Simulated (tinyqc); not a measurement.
# Illuminated p-n diode, drift-diffusion by the Gummel loop with Scharfetter-Gummel fluxes: effects of single changes

Abrupt junction at x = 0, p side from -Lp, n side to Ln, ohmic contacts. psi is counted from the intrinsic level; n = ni exp((psi - phin)/Vt), p = ni exp((phip - psi)/Vt). Contacts: p side psi = V - Vt ln(Na/ni), p = Na, n = ni^2/Na; n side psi = Vt ln(Nd/ni), n = Nd, p = ni^2/Nd. Constant mobilities, D = mu Vt, Boltzmann statistics, SRH recombination through a mid-gap level, U = (n p - ni^2)/(tp (n + ni) + tn (p + ni)). Current is positive from the p contact to the n contact.

Parameters, values chosen for the exercise; band and dielectric values close to those of silicon: temperature T = 300 K; band gap Eg = 1.1 eV; relative permittivity eps_r = 11.8; conduction-band density of states at T Nc = 2.83e19 cm^-3; valence-band density of states at T Nv = 2.63e19 cm^-3; acceptor density of the p side Na = 6.2e15 cm^-3; donor density of the n side Nd = 4.8e15 cm^-3; electron mobility mun = 1300 cm^2/(V s); hole mobility mup = 370 cm^2/(V s); SRH lifetime of electrons tn = 7e-7 s; SRH lifetime of holes tp = 2e-7 s; length of the p side Lp = 3.3 um; length of the n side Ln = 1.3 um; uniform generation rate G = 5e20 cm^-3 s^-1.

Constants: q = 1.602176634e-19 C, kB = 1.380649e-23 J/K, Vt = kB T/q, eps0 = 8.8541878128e-14 F/cm where lengths are in cm. Results are converted to the units shown.

Each table varies one quantity; the others keep the values above.

## Current against voltage in the dark

ni = sqrt(Nc Nv) exp(-Eg/(2 Vt)), Eg in volts. Poisson and both continuity equations are solved self-consistently with Scharfetter-Gummel fluxes on a graded mesh of 500 nodes. J_scr is q times the integral of U between -xp and xn. Ideal diffusion current J_id = q ni^2 [Dn coth(wp/Le)/(Le Na) + Dp coth(wn/Lh)/(Lh Nd)] (exp(V/Vt) - 1), Le = sqrt(Dn tn), Lh = sqrt(Dp tp), wp = Lp - xp, wn = Ln - xn, with xp and xn from the depletion approximation (W = sqrt(2 eps0 eps_r (Vbi - V)(1/Na + 1/Nd)/q), xp = W Nd/(Na + Nd), xn = W Na/(Na + Nd), Vbi = Vt ln(Na Nd/ni^2)). Ideality factor = 0.004 V/(Vt ln[J(V + 0.004 V)/J(V)]). Here G = 0.

In this table G = 0 cm^-3 s^-1.

Result of one run:
columns A: V (V); B: J (A/cm^2); C: ideality factor; D: J_scr/J (%); E: J_id (A/cm^2); F: share recombining at the contacts (%); G: larger minority/doping at -xp and xn
```
A         B     C      D      E     F        G
0.49  0.230  1.01  0.221  0.234  99.5  0.00257
```

What becomes of these results when the bias of the p contact V is changed from 0.49 to 0.23 V, all else the same?

Result of the changed run:
columns A: V (V); B: J (A/cm^2); C: ideality factor; D: J_scr/J (%); E: J_id (A/cm^2); F: share recombining at the contacts (%); G: larger minority/doping at -xp and xn
```
A           B     C     D        E     F        G
0.23  1.20e-5  1.06  12.7  1.06e-5  87.0  1.20e-7
```

The whole series:
columns A: V (V); B: J (A/cm^2); C: ideality factor; D: J_scr/J (%); E: J_id (A/cm^2); F: share recombining at the contacts (%); G: larger minority/doping at -xp and xn
```
A           B     C      D        E     F        G
0.13  4.02e-7  1.24   44.9  2.24e-7  55.0  2.54e-9
0.18  2.06e-6  1.13   25.7  1.54e-6  74.1  1.75e-8
0.23  1.20e-5  1.06   12.7  1.06e-5  87.0  1.20e-7
0.29  1.11e-4  1.03   4.97  1.07e-4  94.8  1.21e-6
0.34  7.39e-4  1.02   2.22  7.30e-4  97.5  8.30e-6
0.39  0.00499  1.01   1.01  0.00500  98.7  5.66e-5
0.44   0.0339  1.01  0.467   0.0342  99.3  3.84e-4
0.49    0.230  1.01  0.221    0.234  99.5  0.00257
0.54     1.52  1.04  0.102     1.59  99.6   0.0164
```

J rises from 4.02e-7 to 1.52 A/cm^2; the ideality factor goes from 1.24 through a minimum of 1.01 (at V = 0.44 V among the rows listed) to 1.04. Recombination in the depleted layer stays under half of the current. Where the factor is lowest (V = 0.44 V), J is 0.91 % below the ideal diffusion current.

## Solar-cell figures against the SRH lifetime of electrons

Jsc = -J(0), collected share Jsc/(q G (Lp + Ln)), estimate q G [W + Le tanh(wp/2 Le) + Lh tanh(wn/2 Lh)] at V = 0 with Le = sqrt(Dn tn), Lh = sqrt(Dp tp), W, wp = Lp - xp and wn = Ln - xn from the depletion approximation; J(Voc) = 0; Vmp maximises -J V; FF = Pmax/(Jsc Voc).

Solar-cell figures against the SRH lifetime of electrons:
```
tn (s)  Jsc (mA/cm^2)  collected share (%)  estimate of Jsc (mA/cm^2)  Voc (V)  Vmp (V)     FF  Pmax (mW/cm^2)
1e-10            12.8                 34.7                       13.0    0.372    0.297  0.674            3.21
1e-9             18.3                 49.7                       18.5    0.410    0.336  0.723            5.42
1e-8             20.3                 55.0                       20.4    0.423    0.351  0.744            6.38
1e-7             20.5                 55.7                       20.7    0.425    0.354  0.749            6.54
1e-6             20.6                 55.8                       20.7    0.426    0.355  0.750            6.56
```

What does the table show?

As tn rises from 1e-10 to 1e-6, the collected share rises from 34.7 to 55.8 %, Voc rises from 0.372 to 0.426 V and FF rises from 0.674 to 0.750. The estimate of Jsc is within 2.1 % in all rows.

Computed by the program tinyqc: `OMP_NUM_THREADS=1 python tinyqc.py 2240151 2240152 out.jsonl`, one thread of a shared Intel Xeon 2.30GHz, about 0.8 s for the whole run.
